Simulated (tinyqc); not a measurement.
## Van der Pauw, Hall and four-point-probe measurements on a doped layer: correction factor against the shape of the sample

A uniform p-type layer with sheet resistance Rs = 1/(q ns mu), point contacts, low field (mu B small).

Rs = 1/(q ns mu). For a rectangle with contacts at the corners, RA = (8 Rs/pi) sum_(k>=0) ln coth((2k + 1) pi a/(2 b)) with current along a short side b and voltage along the opposite one, RB the same with a and b exchanged. ar = a/b. F = Rs/[(pi/ln 2)(RA + RB)/2]; small-asymmetry estimate 1 - (ln 2/2) d^2 - ((ln 2)^2/4 - (ln 2)^3/12) d^4 with d = (RB - RA)/(RB + RA).

Inputs (values chosen for the exercise): sheet density of the layer ns = 2.5e15 cm^-2; drift mobility mu = 51 cm^2/(V s).

Constants: q = 1.602176634e-19 C. Results are converted to the units shown.

Correction factor against the shape of the sample:
```
ar,RA (ohm),RB (ohm),RB/RA,F,estimate of F
1,10.80,10.80,1.000,1.000,1.000
1.14,6.947,15.93,2.293,0.9442,0.9444
1.29,4.334,22.06,5.089,0.8185,0.8249
1.43,2.791,28.17,10.09,0.6977,0.7254
1.57,1.798,34.54,19.22,0.5944,0.6577
1.71,1.158,41.08,35.48,0.5114,0.6167
1.86,0.7228,48.21,66.70,0.4415,0.5917
2,0.4656,54.94,118.0,0.3899,0.5787
```

RB/RA rises from 1.00 to 118 and F falls from 1.00 to 0.390. The estimate is 0.78 % above F at a/b = 1.29 and 48 % above it in the last row. RA shrinks about as exp(-pi a/b): by a factor of 1.55 between the last two rows, against 1.55.

Numbers from tinyqc (`OMP_NUM_THREADS=1 python tinyqc.py 2850104 2850105 out.jsonl`; about 0.01 s on one thread of a shared Intel Xeon 2.30GHz).
